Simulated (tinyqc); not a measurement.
Abrupt p-n junction, non-linear Poisson equation by Newton steps: two steps of the calculation.

One dimension, p side on the left, n side on the right; net doping C = -Na for x < 0 and +Nd for x > 0. The potential psi is counted from the intrinsic level, and the quasi-Fermi potentials are flat: 0 for holes and -V for electrons, so n = ni exp((psi + V)/Vt) and p = ni exp(-psi/Vt) (Boltzmann statistics, full ionisation, no current). Under reverse bias this makes the minority densities vanishingly small everywhere; they play no part in the charge.

Inputs (values chosen for the exercise); band and dielectric values those of a made-up semiconductor: temperature T = 325 K; band gap Eg = 3.17 eV; relative permittivity eps_r = 11.4; conduction-band density of states at T Nc = 2.03e18 cm^-3; valence-band density of states at T Nv = 6.21e19 cm^-3; acceptor density of the p side Na = 2.2e15 cm^-3; donor density of the n side Nd = 4.9e17 cm^-3; bias of the p side against the n side V = -6.4 V.

Constants: q = 1.602176634e-19 C, kB = 1.380649e-23 J/K, Vt = kB T/q, eps0 = 8.8541878128e-14 F/cm where lengths are in cm. Results are converted to the units shown.

Task 1. Intrinsic density, end potentials and Debye lengths. ni = sqrt(Nc Nv) exp(-Eg/(2 Vt)), Eg in volts; psi_p = -Vt ln(Na/ni), psi_n = Vt ln(Nd/ni) - V; Debye length sqrt(eps0 eps_r Vt/(q N)).

Give: ni; psi_p; psi_n; Debye length, p side; Debye length, n side.

Result 1.

ni = 2.9627e-6 cm^-3
psi_p = -1.3459 V
psi_n = 7.8973 V
Debye length, p side = 89.555 nm
Debye length, n side = 6.0007 nm

Task 2. Check against the exact first integral and the depletion approximation. ni = sqrt(Nc Nv) exp(-Eg/(2 Vt)), Eg in volts. Exact first integral for an abrupt junction with thick neutral sides: psi_p = -Vt ln(Na/ni), psi_n = Vt ln(Nd/ni) - V, psi_j = (Nd psi_n + Na psi_p - Vt (Nd - Na))/(Na + Nd) at the junction, n_j = ni exp((psi_j + V)/Vt), p_j = ni exp(-psi_j/Vt), and E_j^2 = (2 q/(eps0 eps_r)) [Nd (psi_n - psi_j - Vt) + Vt (n_j + p_j)] (minority densities of the neutral sides neglected). Depletion approximation: Vbi = Vt ln(Na Nd/ni^2), W = sqrt(2 eps0 eps_r (Vbi - V)(1/Na + 1/Nd)/q), xp = W Nd/(Na + Nd), xn = W Na/(Na + Nd), peak field 2 (Vbi - V)/W, capacitance eps0 eps_r/W.

Wanted: psi_j; exact field at the junction; Vbi; W; peak field in the depletion approximation.

Result 2.

psi_j = 7.828 V
exact field at the junction = 82.20 kV/cm
Vbi = 2.843 V
W = 2306 nm
peak field in the depletion approximation = 80.17 kV/cm

Range of the model: The donor density exceeds a fifth of the band density of states, where Boltzmann statistics begin to fail.

Numbers from tinyqc (`OMP_NUM_THREADS=1 python tinyqc.py 2000093 2000094 out.jsonl`; about 0.05 s on one thread of a shared Intel Xeon 2.30GHz).
